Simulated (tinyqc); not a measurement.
Gas flow in a process chamber: flow regimes, conductance, effective pumping speed, pump-down, outgassing and purge: one step, computed by the program tinyqc. Command: `OMP_NUM_THREADS=1 python tinyqc.py 3121408 3121409 out.jsonl pump walk`. One thread of a shared host (Intel(R) Xeon(R) Processor @ 2.30GHz), about 0.07 s of CPU time with the checks.

Ideal gas, isothermal flow, a pump of constant speed at the end of a round pipe; process gas, volume gas and outgassing are given the same properties. 1 sccm = 101325 Pa x 1e-6 m^3/60 s x T/273.15 K.

Question. Purging a well-mixed chamber. With steady flow a contaminant decays as exp(-t/residence time); gas used = flow x time.

Inputs (values chosen for the exercise, modelled on nitrogen near room temperature): temperature T = 293 K; process gas flow = 1300 sccm.

residence time = 2.689617 s

Give: time to dilute 1e3 times; time to dilute 1e6 times; gas used for 1e6.

Answer.

time to dilute 1e3 times = 18.58 s

time to dilute 1e6 times = 37.16 s

gas used for 1e6 = 805.1 standard cm^3
